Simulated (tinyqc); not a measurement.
Shallow acceptor in the spherical four-band model: sweeps and comparisons. A value that a table varies takes the place of the one given here.

The ground state 1S3/2 has an L = 0 part f(r) and an L = 2 part g(r). In units of Ry* and a*, with Gaussians f_i = exp(-a_i r^2), g_i = r^2 exp(-a_i r^2), A = a_i + a_j and I(n) = Gamma((n + 1)/2)/(2 A^((n + 1)/2)): S_ff = I(2), S_gg = I(6), H_ff = (6 a_i a_j/A) I(2) - 2 I(1), H_gg = (14 a_i a_j/A) I(6) - 2 I(5), H_fg = -mu [15 I(2) - 20 a_j I(4) + 4 a_j^2 I(6)]; each function is then normalised. The split-off band is left out.

Converged values use 22 exponents 2.2^i, i = -7 to 14, for f and for g.

Units Ry* = Ry/(g1 eps^2) and a* = a0 eps g1; mu = (6 g3 + 4 g2)/(5 g1) is the spherical heavy-light coupling and delta = (g3 - g2)/g1 the cubic term, which is left out.

Constants: Ry = 13.60569312 eV; a0 (Bohr radius) = 0.5291772105 angstrom.

Inputs chosen for the exercise (near those of a shallow acceptor in Si, where the small spin-orbit splitting and strong warping make this model rough; the results hold for these values, not for the real material):
```
symbol  value                                      unit      meaning
mus     (0.06, 0.32, 0.54, 0.6, 0.75, 0.81, 0.92)            couplings
rc      1.9                                        angstrom  radius of the central cell
Vs      (3, 1, 0, -1, -2, -3, -4)                  eV        central-cell strengths
g1      4.27                                                 Luttinger gamma1
g2      0.34                                                 gamma2
g3      1.45                                                 gamma3
eps     11.8                                                 dielectric constant
```

## Strength of the heavy-light coupling

Ry* = 22.8838 meV

Converged values in Ry* and a*; the heavy-mass hydrogen model gives 1/(1 - mu).

Results:
```
mu    binding (Ry*)  1/(1 - mu)  ratio  L = 2 weight  <r> (a*)  binding (meV)
0.06          1.003       1.064  0.943         0.002     1.496           23.0
0.32          1.102       1.471  0.750         0.044     1.382           25.2
0.54          1.368       2.174  0.629         0.129     1.146           31.3
0.60          1.503       2.500  0.601         0.161     1.056           34.4
0.75          2.145       4.000  0.536         0.259     0.766           49.1
0.81          2.695       5.263  0.512         0.307     0.621           61.7
0.92          5.863      12.500  0.469         0.408     0.298          134.2
```

The binding starts as 1 + O(mu^2), 1.003 at mu = 0.06, since the coupling enters in second order, and reaches 5.86 at mu = 0.92. The ratio to the heavy-mass model falls from 0.94 to 0.47, towards about 0.44 as mu goes to 1: the bound hole is only partly heavy. The L = 2 weight grows to 0.41 and the radius shrinks by a factor 5.0.

## Central-cell correction

mu = 0.47119
a* = 26.663 angstrom

A short-range term V exp(-r^2/rc^2) is added (negative: attracts the hole); its elements are V S (A/(A + 1/rc^2))^(3/2) for f and ^(7/2) for g, in the same units.

Results:
```
V (eV)  1S binding (meV)  2S binding (meV)  <r> (angstrom)  L = 2 weight
3.0                 26.4              7.55            35.8         0.095
1.0                 27.8              7.72            34.1         0.096
0.0                 28.7              7.84            32.9         0.097
-1.0                30.0              8.00            31.5         0.098
-2.0                31.9              8.22            29.8         0.100
-3.0                34.6              8.52            27.5         0.102
-4.0                39.0              8.95            24.6         0.104
```

From V = 0 to -4 eV the 1S binding grows by 10.2 meV (36 %) and the 2S binding by 1.11 meV, so the chemical shift sits mainly in the ground state. A repulsion of 3 eV removes 2.3 meV. The slope is 4.36 meV per eV over the last step against 0.76 on the repulsive side, since attraction pulls the state into the cell: the route from a shallow to a deep level.

## What each parameter does

Converged values. Each row changes one parameter from the base and keeps the others.

Results:
```
case           mu  Ry* (meV)  binding (meV)  <r> (angstrom)
base        0.471      22.88          28.74            32.9
g1 = 4.61   0.436      21.20          25.67            36.7
g2 = 0.29   0.462      22.88          28.44            33.2
g3 = 1.33   0.437      22.88          27.74            34.0
eps = 10.8  0.471      27.32          34.30            30.2
```

The largest shifts from the base row, up to three for each result and ties (the steps differ in size, so this ranks the rows, not the parameters). mu: g1 -0.035, g3 -0.034, g2 -0.009; unchanged at the printed digits by eps. Ry* (meV): eps +4.43, g1 -1.69; unchanged at the printed digits by g2 and g3. binding (meV): eps +5.57, g1 -3.07, g3 -1.00. <r> (angstrom): g1 +3.8, eps -2.8, g3 +1.0. g1 acts twice: it lowers Ry* and it lowers mu.

Computed by tinyqc, a small Python program: `OMP_NUM_THREADS=1 python tinyqc.py 1280197 1280198 out.jsonl` (the numbers bound the seed that draws the inputs); one thread of a shared host (Intel(R) Xeon(R) Processor @ 2.30GHz), about 0.03 s for the whole set of steps.
